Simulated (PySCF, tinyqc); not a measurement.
Inside a calculation. Method: FCI on RHF in the sto-3g basis, for H4, spin multiplicity 1. The lowest restricted solution is unstable here: a spin-polarised one lies 0.1676 hartree lower (PySCF). One step of it, computed by the program tinyqc.

Problem. Orthogonalisation. S = U s U^T; canonical form X = U s^(-1/2), so that X^T S X = 1. Each column of U has its largest component positive (the first on a tie).

overlap S, lower triangle:
```
          1H 1s     2H 1s     3H 1s     4H 1s
1H 1s  1.000000
2H 1s  0.209002  1.000000
3H 1s  0.080613  0.029350  1.000000
4H 1s  0.029350  0.080613  0.209002  1.000000
```

Give: eigenvalues of S; X.

Solution.

eigenvalues of S: 0.740  0.842  1.099  1.319

X:
```
            1       2       3      4
1H 1s   0.581   0.545   0.477  0.435
2H 1s  -0.581  -0.545   0.477  0.435
3H 1s  -0.581   0.545  -0.477  0.435
4H 1s   0.581  -0.545  -0.477  0.435
```
